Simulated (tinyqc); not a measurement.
Thin-film optics by transfer matrices: sweeps and comparisons. A value that a table varies takes the place of the one given here.

Indices N = n + i k. Snell: N0 sin(theta) = N_j sin(theta_j), with Im(N_j cos theta_j) >= 0. Admittance y_j = N_j cos theta_j for s and N_j/cos theta_j for p. Phase delta_j = 2 pi N_j cos theta_j d_j/lambda. Layer matrix [[cos delta, -i sin delta/y], [-i y sin delta, cos delta]], multiplied from the top down to M. (B, C) = M (1, y_sub); r = (y0 B - C)/(y0 B + C), R = |r|^2, T = 4 Re y0 Re y_sub/|y0 B + C|^2, absorbed in the films 1 - R - T.

Ellipsometry: rho = tan(Psi) exp(i Delta) = -conj(r_p/r_s) with the r of the admittance formula, Delta in 0 to 360 degrees, so that a bare dielectric at small angles gives Delta = 180.

Parameters, chosen for this exercise (indices near those of resist, ARC on polySi; the results hold for these values, not for the real material):

| symbol | value | unit | meaning |
|---|---|---|---|
| lam | 365 | nm | vacuum wavelength |
| n0 | 1 |  | ambient index |
| n | (1.679, 1.724, 4.991) |  | n of resist, ARC, substrate |
| k | (0.025, 0.299, 2.476) |  | k in the same order |
| d | (436, 84.4) | nm | thicknesses, top first |
| theta | 65 | degrees | angle of incidence |
| pol | s |  | polarisation |

## Swing curve: thickness of the top film

The first entry of d takes the values listed.

Stack:

| d_1 (nm) | R | T | absorbed |
|---|---|---|---|
| 436.0 | 0.3330 | 0.0921 | 0.5749 |
| 457.5 | 0.2931 | 0.0956 | 0.6113 |
| 479.0 | 0.2521 | 0.0988 | 0.6491 |
| 500.6 | 0.2549 | 0.0960 | 0.6490 |
| 522.1 | 0.2961 | 0.0886 | 0.6153 |
| 543.6 | 0.3299 | 0.0827 | 0.5874 |
| 565.1 | 0.3277 | 0.0813 | 0.5910 |
| 586.6 | 0.2926 | 0.0838 | 0.6237 |
| 608.2 | 0.2568 | 0.0860 | 0.6573 |
| 629.7 | 0.2593 | 0.0836 | 0.6571 |
| 651.2 | 0.2951 | 0.0778 | 0.6271 |
| 672.7 | 0.3251 | 0.0729 | 0.6020 |
| 694.2 | 0.3232 | 0.0717 | 0.6052 |

R swings between 0.2521 and 0.3330 on these points. The period is lambda/(2 Re(N_1 cos theta_1)) = 129.1 nm, six rows. The swing shrinks from 0.0808 in the first period to 0.0709 in the second, as the film absorbs the wave that returns from below. The swing ratio (max - min)/mean is 0.27.

## Angle of incidence

Both polarisations.

Stack:

| theta (degrees) | R_s | R_p | Psi | Delta |
|---|---|---|---|---|
| 0 | 0.1181 | 0.1181 | 45.00 | 180.00 |
| 15 | 0.1079 | 0.0952 | 43.20 | 181.30 |
| 30 | 0.0709 | 0.0317 | 33.78 | 190.24 |
| 45 | 0.0902 | 0.0049 | 13.12 | 146.71 |
| 55 | 0.1950 | 0.0103 | 12.92 | 125.75 |
| 60 | 0.2619 | 0.0070 | 9.31 | 115.14 |
| 65 | 0.3330 | 0.0032 | 5.58 | 73.25 |
| 70 | 0.4112 | 0.0112 | 9.35 | 12.89 |
| 75 | 0.5053 | 0.0535 | 18.02 | 358.60 |
| 80 | 0.6269 | 0.1683 | 27.39 | 356.61 |
| 85 | 0.7882 | 0.4286 | 36.41 | 357.84 |

R_s and R_p agree at normal incidence (0.1181). R_p is lowest at 65 degrees of those listed (0.0032), where R_s = 0.3330; the top face alone would stop reflecting p light at arctan(n/n0) = 59.2 degrees, while the layers and the substrate below set where the minimum falls. R_s does not rise steadily, because the phase thickness of the films changes with the angle.

## Thickness of the antireflection layer under the resist

Light arrives at normal incidence from inside the resist, taken as the ambient with its real index n; the second entry of d takes the values listed.

Reflectance back into the resist:

| d_2 (nm) | R |
|---|---|
| 0 | 0.3378 |
| 10 | 0.3338 |
| 20 | 0.2998 |
| 30 | 0.2376 |
| 40 | 0.1641 |
| 50 | 0.0986 |
| 60 | 0.0528 |
| 80 | 0.0255 |
| 100 | 0.0474 |
| 120 | 0.0603 |

Without the layer R = 0.3378; the lowest value listed is 0.0255 at 80 nm, against a quarter wave lambda/(4 n) = 52.9 nm. A very thick layer would leave only its top interface, R = 0.0078, once absorption has removed the wave from below.

## Sensitivity of the reflectance

R for both polarisations. Each row changes one parameter from the base and keeps the others.

Results:

| case | R_s | R_p | T_s |
|---|---|---|---|
| base | 0.3330 | 0.0032 | 0.0921 |
| d = (441, 84.4) nm | 0.3262 | 0.0056 | 0.0926 |
| n = (1.713, 1.724, 4.991) | 0.3306 | 0.0090 | 0.0928 |
| k = (0.025, 0.299, 2.734) | 0.3339 | 0.0036 | 0.0891 |
| lam = 370 nm | 0.3405 | 0.0007 | 0.0930 |
| theta = 70 degrees | 0.4112 | 0.0112 | 0.0791 |

The largest shifts from the base row, up to three for each result and ties (the steps differ in size, so this ranks the rows, not the parameters). R_s: theta +0.0783, lam +0.0075, d -0.0067. R_p: theta +0.0080, n +0.0059, lam -0.0025. T_s: theta -0.0131, k -0.0030, lam +0.0008.

(tinyqc, `OMP_NUM_THREADS=1 python tinyqc.py 1681470 1681471 out.jsonl`, Intel(R) Xeon(R) Processor @ 2.30GHz, 1 thread, shared host, about 0.01 s.)
